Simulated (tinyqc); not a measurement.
Convergence with the basis: effective-mass impurity with a central-cell term, in a basis of Slater functions. Computed by tinyqc, a small Python program. Command: `OMP_NUM_THREADS=1 python tinyqc.py 3011459 3011460 out.jsonl centralcell walk`. One thread of a shared host (Intel(R) Xeon(R) Processor @ 2.30GHz), about 0.01 s of CPU time with the checks.

The envelope obeys H = -nabla^2 - (2/r) [Z + A exp(-kappa r)] in effective units, with kappa = a*/lambda; positive A deepens the well near the core.

Inputs (values chosen for the exercise, with screening close to that of germanium):
```
quantity                   value      unit
effective mass m           0.241       m_0
dielectric constant eps     16.6         -
charge Z of the core           1         -
central-cell strength A      -14         -
central-cell range lambda    1.4  angstrom
smallest exponent zeta_1    0.53      1/a*
ratio beta of exponents      2.3         -
```

Impurity: acceptor, one isotropic band.

Constants: Ry = 13.605693123 eV; a_0 = 0.529177210903 angstrom.

Method:
- Units: Ry* = Ry m/eps^2 and a* = a_0 eps/m, with m in m_0.
- kappa = a*/lambda; the hydrogenic ground state is bound by Z^2 Ry*.
- For s functions exp(-zeta r), with s = zeta_i + zeta_j: S = 2/s^3, T = zeta_i zeta_j S, V = -2 Z/s^2, W = -2 A/(s + kappa)^2; each function is normalised by dividing by sqrt(S_ii S_jj).
- Large basis: zeta_i = 0.06 x 1.6^(i-1), i = 1..22, same formulas; for p functions r exp(-zeta r): S = 24/s^5, T = zeta_i zeta_j S (centrifugal term included), V = -12 Z/s^4, W = -12 A/(s + kappa)^4; overlap eigenvalues below 1e-11 are dropped.
- Binding energies are -E Ry*; the effective quantum number is nu = Z/sqrt(-E); |psi(0)|^2 is given relative to the hydrogenic Z^3/(pi a*^3).
- zeta_i = zeta_1 beta^(i-1), i = 1..n.
- The error is the lowest level above the large-basis value.

kappa = 26.0354 1/a*

Ry* = 11.8993 meV

1s binding energy = 10.9169 meV

Error of the 1s level:
```
n  error (meV)  largest exponent (1/a*)
1       1.9164               5.3000e-01
2       0.7809               1.2190e+00
3       0.1426               2.8037e+00
4       0.1108               6.4485e+00
5       0.0581               1.4832e+01
6       0.0556               3.4113e+01
7       0.0550               7.8459e+01
8       0.0547               1.8046e+02
```

The error falls from 1.92 to 0.0547 meV. The last function changes it by less than 5 %: it has levelled off, and what remains is set by beta and zeta_1, not by the range of exponents.

Extremes, crossings and ranges named in words are read from the listed rows.
